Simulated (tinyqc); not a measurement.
Drift layer from breakdown voltage and on-resistance.

Problem. An ideal drift layer with a triangular field at breakdown has BV = Ec W/2, N = eps0 eps_r Ec/(q W) and Ron = W/(q mu N). Find Ec, W and N.

Inputs (values chosen for the exercise): relative permittivity eps_r = 9.53; electron mobility of the drift layer mu = 873 cm^2/(V s).

Constants: q = 1.602176634e-19 C, eps0 = 8.8541878128e-14 F/cm where lengths are in cm. Results are converted to the units shown.

BV = 489.72362 V
Ron = 0.040920494 mohm cm^2

Solution. Eliminating W and N gives Ron = 4 BV^2/(eps0 eps_r mu Ec^3), which yields Ec.

Ec = 3.17e3 kV/cm
W = 3.09 um
N = 5.40e16 cm^-3

tinyqc, about 0.05 s, one thread, Intel Xeon 2.30GHz (shared host): `OMP_NUM_THREADS=1 python tinyqc.py 2120006 2120007 out.jsonl`
